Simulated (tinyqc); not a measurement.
CCSD on RHF in the 6-311g basis, for H2, spin multiplicity 1, step by step. Computed by tinyqc, a small Python program that keeps every step (integrals from PySCF). Settings: charge = 0, multiplicity = 1, basis = 6-311g, method = RHF, energy threshold = 1e-10, iteration cap = 66, orthogonalisation = symmetric, start = Wolfsberg-Helmholz matrix, DIIS depth = 6, amplitude equations = CCSD, DIIS depth for amplitudes = 4, cap on updates = 86. Command: `OMP_NUM_THREADS=1 python tinyqc.py 29789 29790 out.jsonl` (the two numbers bound the seeds that draw the settings). One thread of a shared host (Intel(R) Xeon(R) Processor @ 2.60GHz), about 0.2 s of CPU time with the checks. The early iterations of the SCF are left out here.

## One-electron integrals

Geometry (angstrom):
```
atom,x,y,z
H,0.0000,0.0000,0.0000
H,0.0000,0.0000,0.6760
```

Basis 6-311g: exponents (1/bohr^2) and contraction coefficients of normalised primitives:
```
element,l (shell),exponent,coefficient
H,s (1),33.8650,0.0255
H,s (1),5.0948,0.1904
H,s (1),1.1588,0.8522
H,s (2),0.3258,1.0000
H,s (3),0.1027,1.0000
```

Overlap, kinetic and nuclear-attraction integrals over the contracted functions; the nuclear repulsion is the sum of Za Zb / Rab.

nuclear repulsion = 0.782807 hartree

overlap S, lower triangle:
```
,1H 1s,1H 2s,1H 3s,2H 1s,2H 2s,2H 3s
1H 1s,1.0000
1H 2s,0.7064,1.0000
1H 3s,0.3737,0.7890,1.0000
2H 1s,0.3318,0.4629,0.3201,1.0000
2H 2s,0.4629,0.7665,0.6945,0.7064,1.0000
2H 3s,0.3201,0.6945,0.9196,0.3737,0.7890,1.0000
```

kinetic energy T (hartree), lower triangle:
```
,1H 1s,1H 2s,1H 3s,2H 1s,2H 2s,2H 3s
1H 1s,2.3043
1H 2s,0.5491,0.4888
1H 3s,0.1063,0.1849,0.1541
2H 1s,0.1686,0.2579,0.0817,2.3043
2H 2s,0.2579,0.3082,0.1489,0.5491,0.4888
2H 3s,0.0817,0.1489,0.1338,0.1063,0.1849,0.1541
```

nuclear attraction V (hartree), lower triangle:
```
,1H 1s,1H 2s,1H 3s,2H 1s,2H 2s,2H 3s
1H 1s,-2.8905
1H 2s,-1.5998,-1.5804
1H 3s,-0.7960,-1.0541,-0.9711
2H 1s,-0.9127,-1.0888,-0.6948,-2.8905
2H 2s,-1.0888,-1.2820,-0.9578,-1.5998,-1.5804
2H 3s,-0.6948,-0.9578,-0.9151,-0.7960,-1.0541,-0.9711
```

core Hamiltonian H = T + V (hartree), lower triangle:
```
,1H 1s,1H 2s,1H 3s,2H 1s,2H 2s,2H 3s
1H 1s,-0.5862
1H 2s,-1.0506,-1.0917
1H 3s,-0.6897,-0.8692,-0.8170
2H 1s,-0.7441,-0.8309,-0.6131,-0.5862
2H 2s,-0.8309,-0.9738,-0.8089,-1.0506,-1.0917
2H 3s,-0.6131,-0.8089,-0.7813,-0.6897,-0.8692,-0.8170
```

## Two-electron integrals

Functions are numbered as in S; the eight-fold symmetry (ij|kl) = (ji|kl) = (kl|ij) leaves the list below.

Two-electron integrals (ij|kl) in chemists' order, unique and non-zero (hartree):
```
i,j,k,l,(ij|kl)
1,1,1,1,1.3930
2,1,1,1,0.8230
2,1,2,1,0.5097
2,2,1,1,0.8229
2,2,2,1,0.5430
2,2,2,2,0.6441
3,1,1,1,0.4113
3,1,2,1,0.2578
3,1,2,2,0.2799
3,1,3,1,0.1308
3,2,1,1,0.5437
3,2,2,1,0.3658
3,2,2,2,0.4527
3,2,3,1,0.1898
3,2,3,2,0.3251
3,3,1,1,0.4940
3,3,2,1,0.3401
3,3,2,2,0.4460
3,3,3,1,0.1780
3,3,3,2,0.3318
3,3,3,3,0.3617
4,1,1,1,0.3692
4,1,2,1,0.2318
4,1,2,2,0.2513
4,1,3,1,0.1176
4,1,3,2,0.1701
4,1,3,3,0.1589
4,1,4,1,0.1384
4,2,1,1,0.3875
4,2,2,1,0.2571
4,2,2,2,0.3056
4,2,3,1,0.1327
4,2,3,2,0.2142
4,2,3,3,0.2096
4,2,4,1,0.1635
4,2,4,2,0.2174
4,3,1,1,0.2407
4,3,2,1,0.1620
4,3,2,2,0.1983
4,3,3,1,0.0840
4,3,3,2,0.1409
4,3,3,3,0.1407
4,3,4,1,0.1037
4,3,4,2,0.1433
4,3,4,3,0.0959
4,4,1,1,0.7559
4,4,2,1,0.5146
4,4,2,2,0.6355
4,4,3,1,0.2675
4,4,3,2,0.4508
4,4,3,3,0.4470
4,4,4,1,0.3692
4,4,4,2,0.5254
4,4,4,3,0.3511
4,4,4,4,1.3930
5,1,1,1,0.5254
5,1,2,1,0.3272
5,1,2,2,0.3517
5,1,3,1,0.1658
5,1,3,2,0.2377
5,1,3,3,0.2219
5,1,4,1,0.1635
5,1,4,2,0.1864
5,1,4,3,0.1179
5,1,4,4,0.3875
5,1,5,1,0.2174
5,2,1,1,0.5878
5,2,2,1,0.3913
5,2,2,2,0.4727
5,2,3,1,0.2023
5,2,3,2,0.3352
5,2,3,3,0.3347
5,2,4,1,0.2060
5,2,4,2,0.2663
5,2,4,3,0.1760
5,2,4,4,0.5878
5,2,5,1,0.2663
5,2,5,2,0.3785
5,3,1,1,0.4279
5,3,2,1,0.2907
5,3,2,2,0.3683
5,3,3,1,0.1514
5,3,3,2,0.2681
5,3,3,3,0.2798
5,3,4,1,0.1550
5,3,4,2,0.2107
5,3,4,3,0.1424
5,3,4,4,0.4731
5,3,5,1,0.1993
5,3,5,2,0.3026
5,3,5,3,0.2520
5,4,1,1,0.5146
5,4,2,1,0.3488
5,4,2,2,0.4319
5,4,3,1,0.1812
5,4,3,2,0.3082
5,4,3,3,0.3092
5,4,4,1,0.2318
5,4,4,2,0.3272
5,4,4,3,0.2202
5,4,4,4,0.8230
5,4,5,1,0.2571
5,4,5,2,0.3913
5,4,5,3,0.3186
5,4,5,4,0.5097
5,5,1,1,0.6355
5,5,2,1,0.4319
5,5,2,2,0.5461
5,5,3,1,0.2249
5,5,3,2,0.3963
5,5,3,3,0.4108
5,5,4,1,0.2513
5,5,4,2,0.3517
5,5,4,3,0.2394
5,5,4,4,0.8229
5,5,5,1,0.3056
5,5,5,2,0.4727
5,5,5,3,0.3953
5,5,5,4,0.5430
5,5,5,5,0.6441
6,1,1,1,0.3511
6,1,2,1,0.2202
6,1,2,2,0.2394
6,1,3,1,0.1118
6,1,3,2,0.1624
6,1,3,3,0.1524
6,1,4,1,0.1037
6,1,4,2,0.1179
6,1,4,3,0.0748
6,1,4,4,0.2407
6,1,5,1,0.1433
6,1,5,2,0.1760
6,1,5,3,0.1320
6,1,5,4,0.1620
6,1,5,5,0.1983
6,1,6,1,0.0959
6,2,1,1,0.4731
6,2,2,1,0.3186
6,2,2,2,0.3953
6,2,3,1,0.1654
6,2,3,2,0.2843
6,2,3,3,0.2908
6,2,4,1,0.1550
6,2,4,2,0.1993
6,2,4,3,0.1320
6,2,4,4,0.4279
6,2,5,1,0.2107
6,2,5,2,0.3026
6,2,5,3,0.2442
6,2,5,4,0.2907
6,2,5,5,0.3683
6,2,6,1,0.1424
6,2,6,2,0.2520
6,3,1,1,0.4427
6,3,2,1,0.3052
6,3,2,2,0.4016
6,3,3,1,0.1598
6,3,3,2,0.2994
6,3,3,3,0.3280
6,3,4,1,0.1499
6,3,4,2,0.2031
6,3,4,3,0.1378
6,3,4,4,0.4427
6,3,5,1,0.2031
6,3,5,2,0.3144
6,3,5,3,0.2672
6,3,5,4,0.3052
6,3,5,5,0.4016
6,3,6,1,0.1378
6,3,6,2,0.2672
6,3,6,3,0.3059
6,4,1,1,0.2675
6,4,2,1,0.1812
6,4,2,2,0.2249
6,4,3,1,0.0942
6,4,3,2,0.1609
6,4,3,3,0.1622
6,4,4,1,0.1176
6,4,4,2,0.1658
6,4,4,3,0.1118
6,4,4,4,0.4113
6,4,5,1,0.1327
6,4,5,2,0.2023
6,4,5,3,0.1654
6,4,5,4,0.2578
6,4,5,5,0.2799
6,4,6,1,0.0840
6,4,6,2,0.1514
6,4,6,3,0.1598
6,4,6,4,0.1308
6,5,1,1,0.4508
6,5,2,1,0.3082
6,5,2,2,0.3963
6,5,3,1,0.1609
6,5,3,2,0.2909
6,5,3,3,0.3083
6,5,4,1,0.1701
6,5,4,2,0.2377
6,5,4,3,0.1624
6,5,4,4,0.5437
6,5,5,1,0.2142
6,5,5,2,0.3352
6,5,5,3,0.2843
6,5,5,4,0.3658
6,5,5,5,0.4527
6,5,6,1,0.1409
6,5,6,2,0.2681
6,5,6,3,0.2994
6,5,6,4,0.1898
6,5,6,5,0.3251
6,6,1,1,0.4470
6,6,2,1,0.3092
6,6,2,2,0.4108
6,6,3,1,0.1622
6,6,3,2,0.3083
6,6,3,3,0.3424
6,6,4,1,0.1589
6,6,4,2,0.2219
6,6,4,3,0.1524
6,6,4,4,0.4940
6,6,5,1,0.2096
6,6,5,2,0.3347
6,6,5,3,0.2908
6,6,5,4,0.3401
6,6,5,5,0.4460
6,6,6,1,0.1407
6,6,6,2,0.2798
6,6,6,3,0.3280
6,6,6,4,0.1780
6,6,6,5,0.3318
6,6,6,6,0.3617
```

## Orthogonalisation

S = U s U^T; symmetric (Loewdin) form X = U s^(-1/2) U^T, so that X^T S X = 1.

eigenvalues of S: 0.0276  0.1461  0.1664  0.7881  0.8884  3.9834

X, lower triangle:
```
,1H 1s,1H 2s,1H 3s,2H 1s,2H 2s,2H 3s
1H 1s,1.3797
1H 2s,-0.7468,2.4904
1H 3s,0.2178,-1.2072,3.0196
2H 1s,-0.0633,0.0142,-0.0388,1.3797
2H 2s,0.0142,-0.7795,0.4661,-0.7468,2.4904
2H 3s,-0.0388,0.4661,-1.8689,0.2178,-1.2072,3.0196
```

## Iteration 6 (converged): orbitals

converged F (hartree), lower triangle:
```
,1H 1s,1H 2s,1H 3s,2H 1s,2H 2s,2H 3s
1H 1s,0.5283
1H 2s,-0.4909,-0.3975
1H 3s,-0.4912,-0.3963,-0.2532
2H 1s,-0.5611,-0.5602,-0.4725,0.5283
2H 2s,-0.5602,-0.5035,-0.4142,-0.4909,-0.3975
2H 3s,-0.4725,-0.4142,-0.2684,-0.4912,-0.3963,-0.2532
```

Diagonalise F' = X^T F X, C = X C', fill 1 alpha and 1 beta electrons from the bottom; D = 2 C_occ C_occ^T. Each column has its largest component positive (the first on a tie).

F' = X^T F X (hartree), lower triangle:
```
,1,2,3,4,5,6
1,1.6931
2,-1.1677,0.9601
3,0.0140,-0.3791,0.2051
4,-0.4645,-0.1553,-0.1549,1.6931
5,-0.1553,-0.2576,-0.0228,-1.1677,0.9601
6,-0.1549,-0.0228,-0.1272,0.0140,-0.3791,0.2051
```

orbital energies (hartree): MO1 -0.6164, MO2 0.1782, MO3 0.3010, MO4 0.6808, MO5 2.3242, MO6 2.8485

coefficients C:
```
,MO1,MO2,MO3,MO4,MO5,MO6
1H 1s,0.2017,0.0754,-0.0522,-0.0841,-1.0523,-1.1623
1H 2s,0.2896,-0.0730,-0.6839,-1.8900,1.2061,1.8596
1H 3s,0.1180,2.5234,0.8378,2.3339,-0.4867,-1.2518
2H 1s,0.2017,-0.0754,-0.0522,0.0841,-1.0523,1.1623
2H 2s,0.2896,0.0730,-0.6839,1.8900,1.2061,-1.8596
2H 3s,0.1180,-2.5234,0.8378,-2.3339,-0.4867,1.2518
```

D after iteration 6, lower triangle:
```
,1H 1s,1H 2s,1H 3s,2H 1s,2H 2s,2H 3s
1H 1s,0.0813
1H 2s,0.1168,0.1677
1H 3s,0.0476,0.0683,0.0278
2H 1s,0.0813,0.1168,0.0476,0.0813
2H 2s,0.1168,0.1677,0.0683,0.1168,0.1677
2H 3s,0.0476,0.0683,0.0278,0.0476,0.0683,0.0278
```

## Convergence

Stop when the energy changes by less than 1e-10 hartree and every element of the error matrix X^T (F D S - S D F) X is below 3e-06.

Course of the cycle:
```
iteration,E (hartree),change,largest element of the error matrix
1,-0.841511,-,4.28e-01
2,-1.121335,-2.80e-01,5.34e-02
3,-1.125537,-4.20e-03,1.44e-03
4,-1.125544,-6.78e-06,2.04e-04
5,-1.125544,-1.64e-07,1.88e-07
6,-1.125544,-1.31e-13,7.87e-08
```

PySCF RHF in the same basis = -1.125544 hartree

Converged in 6 iterations.

## Integrals over molecular orbitals

(pq|rs) = sum C_ip C_jq C_kr C_ls (ij|kl), one index at a time.

one-electron integrals over orbitals h = C^T H C (hartree), lower triangle:
```
,1,2,3,4,5,6
1,-1.2920
2,0.0000,-0.4636
3,0.1386,0.0000,-0.3778
4,0.0000,0.2058,0.0000,-0.2449
5,0.1115,0.0000,-0.1842,0.0000,1.1112
6,0.0000,0.0181,0.0000,-0.2375,0.0000,1.5145
```

Two-electron integrals over orbitals (pq|rs), unique and non-zero (hartree):
```
p,q,r,s,(pq|rs)
1,1,1,1,0.6756
2,1,2,1,0.0387
2,2,1,1,0.3402
2,2,2,2,0.2936
3,1,1,1,-0.1386
3,1,2,2,-0.0210
3,1,3,1,0.0545
3,2,2,1,0.0242
3,2,3,2,0.0433
3,3,1,1,0.3667
3,3,2,2,0.2719
3,3,3,1,-0.0340
3,3,3,3,0.2821
4,1,2,1,-0.0575
4,1,3,2,-0.0133
4,1,4,1,0.1051
4,2,1,1,-0.1316
4,2,2,2,-0.0400
4,2,3,1,0.0350
4,2,3,3,-0.0433
4,2,4,2,0.0489
4,3,2,1,0.0236
4,3,3,2,0.0172
4,3,4,1,-0.0360
4,3,4,3,0.0211
4,4,1,1,0.5154
4,4,2,2,0.3229
4,4,3,1,-0.0805
4,4,3,3,0.3160
4,4,4,2,-0.1007
4,4,4,4,0.4478
5,1,1,1,-0.1115
5,1,2,2,-0.0073
5,1,3,1,0.0563
5,1,3,3,-0.0250
5,1,4,2,0.0214
5,1,4,4,-0.0549
5,1,5,1,0.0997
5,2,2,1,0.0027
5,2,3,2,0.0013
5,2,4,1,-0.0016
5,2,4,3,-0.0053
5,2,5,2,0.0089
5,3,1,1,0.1203
5,3,2,2,0.0281
5,3,3,1,-0.0413
5,3,3,3,0.0363
5,3,4,2,-0.0320
5,3,4,4,0.0742
5,3,5,1,-0.0496
5,3,5,3,0.0390
5,4,2,1,-0.0052
5,4,3,2,-0.0215
5,4,4,1,-0.0096
5,4,4,3,0.0033
5,4,5,2,-0.0128
5,4,5,4,0.0354
5,5,1,1,0.6564
5,5,2,2,0.3289
5,5,3,1,-0.1365
5,5,3,3,0.3597
5,5,4,2,-0.1225
5,5,4,4,0.4944
5,5,5,1,-0.1371
5,5,5,3,0.1278
5,5,5,5,0.6732
6,1,2,1,-0.0282
6,1,3,2,0.0112
6,1,4,1,0.0710
6,1,4,3,-0.0300
6,1,5,2,0.0185
6,1,5,4,-0.0486
6,1,6,1,0.1062
6,2,1,1,-0.0232
6,2,2,2,0.0120
6,2,3,1,0.0187
6,2,3,3,0.0013
6,2,4,2,2.80e-04
6,2,4,4,-0.0046
6,2,5,1,0.0320
6,2,5,3,-0.0122
6,2,5,5,-0.0317
6,2,6,2,0.0172
6,3,2,1,0.0266
6,3,3,2,0.0027
6,3,4,1,-0.0516
6,3,4,3,0.0181
6,3,5,2,-0.0038
6,3,5,4,0.0173
6,3,6,1,-0.0523
6,3,6,3,0.0331
6,4,1,1,0.1542
6,4,2,2,0.0196
6,4,3,1,-0.0617
6,4,3,3,0.0409
6,4,4,2,-0.0383
6,4,4,4,0.0903
6,4,5,1,-0.0809
6,4,5,3,0.0510
6,4,5,5,0.1668
6,4,6,2,-0.0304
6,4,6,4,0.0888
6,5,2,1,0.0676
6,5,3,2,0.0139
6,5,4,1,-0.1273
6,5,4,3,0.0512
6,5,5,2,-0.0158
6,5,5,4,0.0465
6,5,6,1,-0.1387
6,5,6,3,0.0833
6,5,6,5,0.2260
6,6,1,1,0.7201
6,6,2,2,0.3487
6,6,3,1,-0.1641
6,6,3,3,0.3743
6,6,4,2,-0.1442
6,6,4,4,0.5491
6,6,5,1,-0.1882
6,6,5,3,0.1544
6,6,5,5,0.7485
6,6,6,2,-0.0466
6,6,6,4,0.2147
6,6,6,6,0.8741
```

## CCSD: starting amplitudes

t_ij^ab = <ij||ab> / (e_i + e_j - e_a - e_b), whose energy is MP2.

Starting amplitudes (spin orbitals 1a, 1b, ...; amplitudes related by a flip of all spins are not repeated):
```
from,to,t
1a 1b,4a 4b,-0.0405
1a 1b,3a 3b,-0.0297
1a 1b,2a 4b,0.0275
1a 1b,2a 2b,-0.0243
1a 1b,5a 5b,-0.0169
1a 1b,6a 6b,-0.0153
1a 1b,4a 6b,-0.0149
1a 1b,3a 5b,-0.0146
1a 1b,2a 6b,0.0066
```

correlation energy = -0.017433 hartree

## CCSD: amplitude update 1

t_i^a D_i^a and t_ij^ab D_ij^ab are set to the remaining terms of the spin-orbital equations, evaluated with the old amplitudes; for the doubles these are <ij||ab> + 1/2 <ab||ef> t_ij^ef + 1/2 <mn||ij> t_mn^ab + P(ij)P(ab) <mb||ej> t_im^ae + terms in t^2 + terms with t1, D the orbital-energy denominators.

Amplitudes after update 1 (spin orbitals 1a, 1b, ...; amplitudes related by a flip of all spins are not repeated):
```
from,to,t
1a 1b,4a 4b,-0.0538
1a 1b,2a 4b,0.0383
1a 1b,3a 3b,-0.0368
1a 1b,2a 2b,-0.0325
1a 1b,5a 5b,-0.0188
1a 1b,4a 6b,-0.0186
1a 1b,3a 5b,-0.0182
1a 1b,6a 6b,-0.0159
1a 1b,2a 6b,0.0093
1a,5a,-0.0027
1a,3a,-0.0005
```

correlation energy = -0.022104 hartree

## CCSD: amplitude update 2

As before.

Amplitudes after update 2 (spin orbitals 1a, 1b, ...; amplitudes related by a flip of all spins are not repeated):
```
from,to,t
1a 1b,4a 4b,-0.0584
1a 1b,2a 4b,0.0423
1a 1b,3a 3b,-0.0386
1a 1b,2a 2b,-0.0357
1a 1b,4a 6b,-0.0196
1a 1b,3a 5b,-0.0191
1a 1b,5a 5b,-0.0190
1a 1b,6a 6b,-0.0157
1a 1b,2a 6b,0.0104
1a,5a,-0.0036
1a,3a,-0.0007
```

correlation energy = -0.023568 hartree

## CCSD: convergence

E_corr = 1/4 sum <ij||ab> t_ij^ab + 1/2 sum <ij||ab> t_i^a t_j^b; stop when the norm of the change is below 1e-8.

Course of the amplitude iterations:
```
update,correlation energy (hartree),norm of the change
0,-0.017433,-
1,-0.022104,4.91e-02
2,-0.023568,1.71e-02
3,-0.024331,6.19e-03
4,-0.024323,3.22e-04
5,-0.024323,2.32e-05
6,-0.024323,3.74e-06
7,-0.024323,1.04e-06
8,-0.024323,1.58e-07
9,-0.024323,2.00e-08
10,-0.024323,5.15e-09
```

Converged amplitudes (spin orbitals 1a, 1b, ...; amplitudes related by a flip of all spins are not repeated):
```
from,to,t
1a 1b,4a 4b,-0.0608
1a 1b,2a 4b,0.0448
1a 1b,3a 3b,-0.0391
1a 1b,2a 2b,-0.0377
1a 1b,4a 6b,-0.0201
1a 1b,3a 5b,-0.0194
1a 1b,5a 5b,-0.0189
1a 1b,6a 6b,-0.0154
1a 1b,2a 6b,0.0111
1a,5a,-0.0039
1a,3a,-0.0009
```

CCSD total energy = -1.149867 hartree

T1 diagnostic, norm of the one-spin t1 over sqrt(correlated electrons) = 0.0028

Converged in 10 updates, with DIIS from the third.
